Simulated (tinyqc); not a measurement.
Single-domain magnet: Stoner-Wohlfarth switching, Neel-Arrhenius retention, LLG dynamics and spin torque: one step, computed by the program tinyqc.

The moment is uniform, with unit vector m; z is the easy axis. mu_0 = 1.25663706212e-6 T m/A, gamma = 1.76085963023e11 rad/(s T).

Problem. Retention at zero field. Delta = K_eff V/(k_B T); tau = exp(Delta)/f0; probability of a flip within t_w: P = 1 - exp(-t_w/tau). Wall width parameter sqrt(A/K_eff); a two-domain state costs 4 sqrt(A K_eff) times the cross-section that the wall cuts (pi d^2/4).

Inputs (values chosen for the exercise, for a model magnet):

| quantity | value | unit |
|---|---|---|
| diameter d | 14 | nm |
| exchange stiffness A | 17 | pJ/m |
| temperature T | 300 | K |
| attempt frequency f0 | 1 | GHz |
| waiting time t_w | 0.001 | s |

Shape: prolate spheroid, easy axis along it.

K_eff = 205.9734 kJ/m^3

volume V = 2011.457 nm^3

Constants: k_B = 1.380649e-23 J/K.

Give: stability factor Delta; log10 of tau in s; probability of a flip; wall parameter; barrier of the wall path / k_B T.

Solution.

stability factor Delta = 100.0

log10 of tau in s = 34.44

probability of a flip = 3.621e-38

wall parameter = 9.085 nm

barrier of the wall path / k_B T = 278.2

Ten years (3.15e8 s) need Delta > 40.3 for tau alone; this element has 100.0. Coherent rotation is the cheaper path.
